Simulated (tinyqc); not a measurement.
Vertical double-diffused power MOSFET, components of the on-resistance: On-resistance against the temperature.

Stripe cells of pitch Wp + a, two channels a cell. Current flows through the channels, spreads in the accumulation layer, passes the gap between the p bodies and spreads at 45 degrees into the drift layer below them. Low drain voltage, full ionisation.

Triangular field at breakdown with Ec = Kc N^(1/8): BV = eps0 eps_r Ec^2/(2 q N), so N = (eps0 eps_r Kc^2/(2 q BV))^(4/3); W = 2 BV/Ec; mu = mud (T/300 K)^(-bt); rho = 1/(q mu N); ideal resistance rho W. Pitch p = Wp + a, Cox = 3.9 eps0/tox; zero-bias depletion in the gap w0 = sqrt(2 eps0 eps_r Vbi/(q N Nj)), open gap g = a - 2 w0; R_ch = Lc p/(2 mch Cox Vov); R_acc = 0.6 a p/(4 mac Cox Vov), 0.6 being an empirical factor for current leaving the layer along its length; R_gap = (rho/Nj) xp p/g; spreading depth t = min(W, (p - g)/2); R_drift = (rho p/2) ln((g + 2 t)/g) + rho (W - t); R_on = the sum with Rs.

Inputs (values chosen for the exercise); bulk values close to those of 4H silicon carbide:

| symbol | value | unit | meaning |
|---|---|---|---|
| eps_r | 9.95 |  | relative permittivity |
| Kc | 23900 | V/cm per (cm^-3)^(1/8) | critical-field constant |
| BV | 3300 | V | rated breakdown voltage of the drift layer |
| mud | 827 | cm^2/(V s) | drift mobility at 300 K |
| bt | 2.3 |  | temperature exponent of the drift mobility |
| tox | 60 | nm | gate oxide thickness (eps_r 3.9) |
| Vov | 11 | V | gate overdrive |
| mch | 53 | cm^2/(V s) | channel mobility |
| mac | 85 | cm^2/(V s) | accumulation-layer mobility |
| Lc | 1.1 | um | channel length |
| Wp | 3.2 | um | width of the p body in one cell, channels included |
| a | 4.6 | um | gap between neighbouring p bodies |
| xp | 1.6 | um | depth of the p body |
| Nj | 2 |  | doping of the gap over the drift doping |
| Vbi | 2.87 | V | built-in voltage of the body junction |
| Rs | 0.15 | mohm cm^2 | substrate and contact resistance |

Constants: q = 1.602176634e-19 C, eps0 = 8.8541878128e-14 F/cm where lengths are in cm. Results are converted to the units shown.

The same in every row: R_ch (mohm cm^2) = 1.279; R_acc (mohm cm^2) = 1.000.

On-resistance against the temperature:
```
T (K)  R_gap (mohm cm^2)  R_drift (mohm cm^2)  R_on (mohm cm^2)  ideal (mohm cm^2)  largest term
250               0.2528                4.322             7.003              4.174         drift
290               0.3557                6.080             8.865              5.872         drift
330               0.4787                8.184             11.09              7.904         drift
370               0.6228                10.65             13.70              10.28         drift
410               0.7887                13.48             16.70              13.02         drift
450               0.9770                16.70             20.11              16.13         drift
490                1.188                20.32             23.93              19.62         drift
```

R_on rises from 7.00 to 23.9 mohm cm^2. The drift term is the largest at T = 250 and in all other rows. R_on is 1.68 times the ideal drift resistance in the first row and 1.22 times in the last. Only the drift mobility depends on T in this model.

Computed by the program tinyqc: `OMP_NUM_THREADS=1 python tinyqc.py 2230012 2230013 out.jsonl`, one thread of a shared Intel Xeon 2.30GHz, about 0.01 s for the whole run.
